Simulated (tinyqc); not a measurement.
CIS on RHF in the sto-3g basis, for BeH+, spin multiplicity 1, step by step. One step of it, computed by the program tinyqc.

Problem. CIS matrix, triplets. A(ia,jb) = (e_a - e_i) d_ij d_ab - (ij|ab).

orbital energies (hartree): MO1 -5.022237, MO2 -0.742807, MO3 -0.264450, MO4 -0.144493, MO5 -0.144493, MO6 0.360350

Two-electron integrals over orbitals (pq|rs), unique and non-zero (hartree):
```
(11|11) 2.275472    (21|11) -0.166769   (21|21) 0.021143    (22|11) 0.489680
(22|21) 0.002738    (22|22) 0.536671    (31|11) -0.173517   (31|21) 0.016095
(31|22) -0.018792   (31|31) 0.027774    (32|11) 0.036247    (32|21) -0.005692
(32|22) -0.066326   (32|31) 0.002448    (32|32) 0.032779    (33|11) 0.555229
(33|21) -0.013678   (33|22) 0.320574    (33|31) 0.004482    (33|32) 0.027220
(33|33) 0.470183    (41|41) 0.015596    (42|41) 0.013265    (42|42) 0.042940
(43|41) 0.014075    (43|42) 0.030630    (43|43) 0.052277    (44|11) 0.569234
(44|21) -0.006200   (44|22) 0.371095    (44|31) -0.006086   (44|32) 0.017484
(44|33) 0.399607    (44|44) 0.449859    (51|51) 0.015596    (52|51) 0.013265
(52|52) 0.042940    (53|51) 0.014075    (53|52) 0.030630    (53|53) 0.052277
(54|54) 0.024249    (55|11) 0.569234    (55|21) -0.006200   (55|22) 0.371095
(55|31) -0.006086   (55|32) 0.017484    (55|33) 0.399607    (55|44) 0.401360
(55|55) 0.449859    (61|11) 0.096283    (61|21) -0.016205   (61|22) -0.011128
(61|31) -0.003124   (61|32) 0.006422    (61|33) 0.017304    (61|44) 0.001814
(61|55) 0.001814    (61|61) 0.018165    (62|11) -0.114852   (62|21) 0.003496
(62|22) 0.064289    (62|31) 0.005697    (62|32) -0.045537   (62|33) -0.026705
(62|44) -0.051952   (62|55) -0.051952   (62|61) 0.001262    (62|62) 0.121435
(63|11) 0.049217    (63|21) -0.004103   (63|22) -0.056206   (63|31) 0.005875
(63|32) 0.027466    (63|33) 0.057394    (63|44) 0.016125    (63|55) 0.016125
(63|61) 0.007263    (63|62) -0.045566   (63|63) 0.046621    (64|41) -0.009329
(64|42) -0.030112   (64|43) -0.015092   (64|64) 0.026862    (65|51) -0.009329
(65|52) -0.030112   (65|53) -0.015092   (65|65) 0.026862    (66|11) 0.517483
(66|21) -0.000233   (66|22) 0.530105    (66|31) -0.015516   (66|32) -0.064070
(66|33) 0.350908    (66|44) 0.375357    (66|55) 0.375357    (66|61) -0.006453
(66|62) 0.093329    (66|63) -0.054522   (66|66) 0.566040
```

Give: CIS matrix A, triplet.

Solution.

CIS matrix A, triplet (hartree), lower triangle:
```
        1>3    1>4    1>5    1>6    2>3    2>4    2>5    2>6
1>3   4.203
1>4   0.000  4.309
1>5   0.000  0.000  4.309
1>6  -0.049  0.000  0.000  4.865
2>3   0.014  0.000  0.000  0.004  0.158
2>4   0.000  0.006  0.000  0.000  0.000  0.227
2>5   0.000  0.000  0.006  0.000  0.000  0.000  0.227
2>6   0.004  0.000  0.000  0.000  0.056  0.000  0.000  0.573
```
